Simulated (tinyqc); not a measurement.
Coherent transport through a tight-binding region between two chains, step by step. One step of it, computed by the program tinyqc.

Task: Transmission at E = -0.01 eV. Surface Green function g = (E - i sqrt(4 t^2 - E^2)) / (2 t^2); self-energy tc^2 g on each contact site; G = (E - H - Sigma)^(-1); Gamma = -2 Im Sigma; T = Gamma_L Gamma_R |G_LR|^2; local density of states -Im G_ii / pi.

H of the central region (eV):
```
,1,2,3,4,5,6
1,0.800000,-1.660000,0.000000,0.000000,0.000000,-1.660000
2,-1.660000,-0.800000,-1.660000,0.000000,0.000000,0.000000
3,0.000000,-1.660000,0.770000,-1.660000,0.000000,0.000000
4,0.000000,0.000000,-1.660000,0.610000,-1.660000,0.000000
5,0.000000,0.000000,0.000000,-1.660000,-0.660000,-1.660000
6,-1.660000,0.000000,0.000000,0.000000,-1.660000,0.500000
```

Leads: semi-infinite chains with site energy 0:
```
parameter,value
lead hopping t (eV),2.540000
coupling to the left lead (eV),1.020000
coupling to the right lead (eV),0.290000
left contact site,1
right contact site,4
```

E = -0.010000 eV

Give: g; G; local density of states; transmission.

Result:

g = -0.0008-0.3937i 1/eV

G (1/eV):
```
,1,2,3,4,5,6
1,0.0556-0.0058i,0.2798-0.0058i,-0.1888+0.0085i,-0.3685+0.0098i,0.0514+0.0025i,0.3483-0.0108i
2,0.2798-0.0058i,0.0824-0.0322i,0.2834+0.0211i,0.0507+0.0421i,-0.2636-0.0064i,0.0525-0.0396i
3,-0.1888+0.0085i,0.2834+0.0211i,0.0539-0.0186i,0.3443-0.0298i,0.0741+0.0006i,-0.3733+0.0296i
4,-0.3685+0.0098i,0.0507+0.0421i,0.3443-0.0298i,0.1111-0.0562i,0.2984+0.0067i,-0.2279+0.0536i
5,0.0514+0.0025i,-0.2636-0.0064i,0.0741+0.0006i,0.2984+0.0067i,0.0375-0.0040i,0.2893-0.0051i
6,0.3483-0.0108i,0.0525-0.0396i,-0.3733+0.0296i,-0.2279+0.0536i,0.2893-0.0051i,0.1147-0.0516i
```

local density of states (1/eV): 0.0018  0.0103  0.0059  0.0179  0.0013  0.0164

transmission = 0.0074
